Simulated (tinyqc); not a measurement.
Solubility, supersaturation, precipitation and gettering of an impurity in a silicon-like host: one step, computed by the program tinyqc. Command: `OMP_NUM_THREADS=1 python tinyqc.py 3023349 3023350 out.jsonl ripen walk`. One thread of a shared host (Intel(R) Xeon(R) Processor @ 2.30GHz), about 0.01 s of CPU time with the checks.

The wafer was saturated at T1 and is then held at T.

Task: Ham's law for sinks of fixed radius. tau0 = 1/(4 pi n r0 D); C_fixed(t) = C_eq + (C0 - C_eq) exp(-t/tau0). If all excess precipitates, the final radius is r_f = [r0^3 + 3 (C0 - C_eq)/(4 pi n C_p)]^(1/3), with tau_f = 1/(4 pi n r_f D).

Inputs (values chosen for the exercise, modelled on chromium in silicon):
```
quantity                                   value    unit
temperature of saturation T1                1325       K
anneal temperature T                         803       K
sink density n                           2.2e+09  1/cm^3
initial sink radius r0                       2.4      nm
impurity density in the precipitate C_p  2.5e+22  1/cm^3
anneal time t                              15000       s
```

D(T) = 4.128319e-09 cm^2/s

C_eq(T) = 5901015 1/cm^3

C0 = 7.366035e+13 1/cm^3

Give: tau0; C_fixed(t); final radius r_f; tau_f.

Result:

tau0 = 36508 s

C_fixed(t) = 4.884e+13 1/cm^3

final radius r_f = 6.935 nm

tau_f = 12634 s

The sinks grow 2.9 times, so the fixed radius underrates the later rate. Caution: the barrier to homogeneous nucleation is below 35 k_B T for these inputs, so new precipitates would form and outnumber the fixed sinks assumed here.
